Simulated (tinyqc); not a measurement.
# Inputs raised by 10 %, one at a time

Model: hydrogenic impurity: series, fields, screening, photoionisation and donor-acceptor pairs. Computed by tinyqc, a small Python program. Command: `OMP_NUM_THREADS=1 python tinyqc.py 3016601 3016602 out.jsonl hydrogenic sens`. One thread of a shared host (Intel(R) Xeon(R) Processor @ 2.30GHz), about 0.01 s of CPU time with the checks.

One isotropic, parabolic band. Effective units: Ry* and a*, in which H = -nabla^2 - 2/r.

Inputs (values chosen for the exercise, modelled on GaAs):
```
quantity,value,unit
electron mass m,0.0678,m_0
dielectric constant eps,13.2,-
donor density N,1.9e+15,cm^-3
electric field F,45,V/cm
gap E_g,1.55,eV
acceptor depth E_A,29,meV
pair distance r,291,angstrom
rate prefactor W_0,6.6e+08,1/s
```

Parts treated: electric field and pairs.

Constants: Ry = 13.605693123 eV; a_0 = 0.529177210903 angstrom; h x 1 THz = 4.135667696 meV; hbar = 6.582119569e-16 eV s; e^2/(4 pi eps_0) = 14.39964548 eV angstrom.

Method:
- Ry* = Ry m/eps^2, a* = a_0 eps/m; level n is bound by Ry*/n^2; <r> = (3/2) a* in 1s; lines 1s -> np at Ry* (1 - 1/n^2); 1 THz = 4.135667696 meV.
- Wigner-Seitz radius r_s = (3/(4 pi N))^(1/3); Mott criterion N_c^(1/3) a* = 0.26; overlap of two 1s orbitals at distance d: S = exp(-x)(1 + x + x^2/3), x = d/a*, with d = N^(-1/3).
- f = e F a*/(2 Ry*) is the field in atomic-like units. 1s shifts by -(9/2) f^2 Ry* (polarisability (9/2) a*^3), the n = 2 levels split linearly by +/- 6 f Ry*; the barrier top lies 4 sqrt(f) Ry* below the band edge and passes 1s at f = 1/16; the tunnelling rate of 1s is (2 Ry*/hbar) (4/f) exp(-2/(3 f)).
- No-phonon line h nu(r) = E_g - Ry* - E_A + e^2/(4 pi eps_0 eps r); rate W(r) = W_0 exp(-2 r/a*), the donor being the shallower centre; lifetime 1/W; zero field.

Runs:
```
input moved,from,to,shift of 1s (meV),photon energy (eV),lifetime (s),overlap S
base run,-,-,-4.5674e-04,1.5195,4.3035e-07,0.011575
electron mass m (m_0),0.0678,0.07458,-3.4315e-04,1.5189,7.5710e-07,0.006203
dielectric constant eps,13.2,14.52,-6.6871e-04,1.5200,2.5751e-07,0.020166
donor density N (cm^-3),1.9e+15,2.09e+15,-4.5674e-04,1.5195,4.3035e-07,0.014030
electric field F (V/cm),45,49.5,-5.5265e-04,1.5195,4.3035e-07,0.011575
pair distance r (angstrom),291,320.1,-4.5674e-04,1.5191,7.5710e-07,0.011575
acceptor depth E_A (meV),29,31.9,-4.5674e-04,1.5166,4.3035e-07,0.011575
```

Exponents ln(y'/y) / ln(x'/x):
```
input,shift of 1s,photon energy,lifetime,overlap S
electron mass m,-3,-0.004,5.927,-6.544
dielectric constant eps,4,0.004,-5.388,5.825
donor density N,0,0.000,0.000,2.018
electric field F,2,0.000,0.000,0.000
pair distance r,0,-0.002,5.927,0.000
acceptor depth E_A,0,-0.020,0.000,0.000
```

Among the inputs moved here: shift of 1s answers most in size to dielectric constant eps (exponent +4.000), next to electron mass m (-3.000); its exponent is below 0.0005 for donor density N, pair distance r, acceptor depth E_A. Its exponent -3.000 in electron mass m: the polarisability goes as eps a*^3. Its exponent +4.000 in dielectric constant eps: the polarisability goes as eps a*^3. Photon energy answers most in size to acceptor depth E_A (exponent -0.020); its exponent is below 0.0005 for donor density N, electric field F. lifetime answers most in size to electron mass m (exponent +5.927), and about equally to pair distance r (+5.927); its exponent is below 0.0005 for donor density N, electric field F, acceptor depth E_A. overlap S answers most in size to electron mass m (exponent -6.544), next to dielectric constant eps (+5.825); its exponent is below 0.0005 for electric field F, pair distance r, acceptor depth E_A.
